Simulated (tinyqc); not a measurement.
Tight binding, honeycomb lattice, step by step. Computed by tinyqc, a small Python program that keeps every step. Settings: t1 = 1.22, t2 = 0, phi = 0, delta = 0.6, points = 6. Command: `OMP_NUM_THREADS=1 python tinyqc.py 21884 21885 out.jsonl` (the two numbers bound the seeds that draw the settings). One thread of a shared host (Intel(R) Xeon(R) Processor @ 2.60GHz), about 0.01 s of CPU time with the checks.

## Bloch Hamiltonian at k

Parameters chosen for this model:
```
parameter     value                        unit
t1         1.220000                 eV, nearest
t2                0       eV, second neighbours
phi               0  rad, phase of t2 (Haldane)
delta      0.600000          eV, +/- on A and B
```

k point k (fractions of the reciprocal vectors): -0.04000  -0.45000

H_AB = -t1 (1 + exp(-i k.a1) + exp(-i k.a2)); H_AA = delta - 2 t2 sum cos(k.b + phi), H_BB = -delta - 2 t2 sum cos(k.b - phi), b = a1, a2 - a1, -a2.

H(k) at k (eV):
```
                   A                  B
A            0.60000  -1.24138-0.68040i
B  -1.24138+0.68040i           -0.60000
```

## Levels at k

Diagonalise the Hermitian matrix.

eigenvalues (eV): -1.53752  1.53752

weights |c|^2 of the basis functions:
```
    band 1   band 2
A  0.30488  0.69512
B  0.69512  0.30488
```

## Bloch Hamiltonian at K

k point K (fractions of the reciprocal vectors): 0.33333  0.66667

As before.

H(k) at K (eV):
```
         A         B
A  0.60000   0.00000
B  0.00000  -0.60000
```

## Levels at K

As before.

eigenvalues (eV): -0.60000  0.60000

weights |c|^2 of the basis functions:
```
    band 1   band 2
A  0.00000  1.00000
B  1.00000  0.00000
```

## Bands along a path

The same steps at evenly spaced points between the labelled ones.

Bands along the path (eV):
```
k            band 1   band 2
G          -3.70885  3.70885
G-K 0.20   -3.50085  3.50085
G-K 0.40   -2.91509  2.91509
G-K 0.60   -2.06317  2.06317
G-K 0.80   -1.13628  1.13628
K          -0.60000  0.60000
K-M 0.20   -0.72822  0.72822
K-M 0.40   -0.96360  0.96360
K-M 0.60   -1.17396  1.17396
K-M 0.80   -1.31192  1.31192
M          -1.35956  1.35956
M-K' 0.20  -1.31192  1.31192
M-K' 0.40  -1.17396  1.17396
M-K' 0.60  -0.96360  0.96360
M-K' 0.80  -0.72822  0.72822
K'         -0.60000  0.60000
```

With 1 band(s) filled, the highest filled level on these points lies at K and the lowest empty one at K: a gap of 1.2000 eV, direct.

## Chern number of the lower band

On a 6 x 6 mesh, the phase of the product of overlaps around each plaquette (k1 then k2); the sum over 2 pi is an integer.

plaquette phases (rad):
```
          1         2         3         4         5         6
1   0.00000  -0.01964  -0.08478   0.00000   0.03894   0.01300
2   0.01964   0.00000  -0.08478  -0.54822   0.00000   0.03894
3   0.08478   0.08478   0.00000  -0.54822  -0.54822   0.00000
4   0.00000   0.54822   0.54822   0.00000  -0.08478  -0.08478
5  -0.03894   0.00000   0.54822   0.08478   0.00000  -0.01964
6  -0.01300  -0.03894   0.00000   0.08478   0.01964   0.00000
```

Chern number = 0.00000
